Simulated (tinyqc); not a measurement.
# Mobility and doping from two currents

Question. A trap-free film with injecting contacts is fitted, with diffusion neglected, by J = q mu N V/Lf + (9/8) eps0 eps_r mu V^2/Lf^3. Find mu, N and the voltage at which both terms are equal.

Inputs (values chosen for the exercise):
- eps_r = 11.7 (relative permittivity)
- Lf = 1800 nm (film thickness)

Constants: q = 1.602176634e-19 C, eps0 = 8.8541878128e-14 F/cm where lengths are in cm. Results are converted to the units shown.

J at 3.1 and 11 V (A/cm^2): [99.399844, 682.65521]

Answer. J/V is a straight line in V: the slope gives mu and the intercept mu N.

mu = 19.0 cm^2/(V s)
N = 1.20e15 cm^-3
crossover voltage = 5.35 V

tinyqc, about 0.1 s, one thread, Intel Xeon 2.30GHz (shared host): `OMP_NUM_THREADS=1 python tinyqc.py 2730134 2730135 out.jsonl`
